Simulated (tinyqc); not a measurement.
Stretching all distances: RHF, UHF, MP2, CISD and CCSD against full CI in the sto-3g basis, for H2, spin multiplicity 1. Computed by the program tinyqc with PySCF. All coordinates are multiplied by the scale. c0^2 is the weight of the RHF determinant in the lowest singlet FCI state (UHF is spin-contaminated and may lie near states of higher spin) and n(LUMO) the first natural occupation beyond the occupied space.

Geometry (angstrom):
```
atom       x       y       z
H     0.0000  0.0000  0.0000
H     0.0000  0.0000  0.6580
```

Full CI energy (hartree) and errors against it (kcal/mol):
```
scale   distance 1-2 (angstrom)     E(FCI)      RHF      UHF      MP2    CISD    CCSD  <S^2> UHF    c0^2  n(LUMO)
0.9000                   0.5922  -1.113337   9.3502   9.3502   3.0380  0.0000  0.0000     0.0000  0.9927   0.0147
1.1300                   0.7435  -1.137243  12.9767  12.9767   4.6805  0.0000  0.0000     0.0000  0.9872   0.0257
1.3600                   0.8949  -1.121433  17.7889  17.7889   6.9916  0.0000  0.0000     0.0000  0.9783   0.0434
1.5900                   1.0462  -1.091174  24.0956  24.0956  10.1623  0.0000  0.0000     0.0000  0.9644   0.0713
1.8200                   1.1976  -1.057283  32.2526  31.5369  14.4036  0.0000  0.0000     0.1399  0.9433   0.1134
2.0400                   1.3423  -1.026577  42.0057  31.2623  19.5609  0.0000  0.0000     0.4758  0.9147   0.1706
2.5000                   1.6450  -0.977735  68.1211  18.8730  33.0104  0.0000  0.0000     0.8148  0.8286   0.3428
2.7300                   1.7963  -0.962129  83.0713  12.9104  39.9595  0.0000  0.0000     0.8902  0.7780   0.4441
```

Estimate the missing row, scale = 2.27.

Computed row:
```
scale   distance 1-2 (angstrom)     E(FCI)      RHF      UHF      MP2    CISD    CCSD  <S^2> UHF    c0^2  n(LUMO)
2.2700                   1.4937  -0.999170  54.2142  25.6591  25.9774  0.0000  0.0000     0.6882  0.8755   0.2490
```

UHF parts from RHF first at scale 1.82 of those listed, where <S^2> leaves zero. The weight c0^2 goes from 0.99 to 0.78 and n(LUMO) from 0.01 to 0.44: static correlation grows as the bonds break into open-shell fragments. The spread of the error along the curve, which distorts its shape, is CISD 0.0, CCSD 0.0, UHF 22.2, MP2 36.9, RHF 73.7 kcal/mol. With two electrons CISD and CCSD are exact.
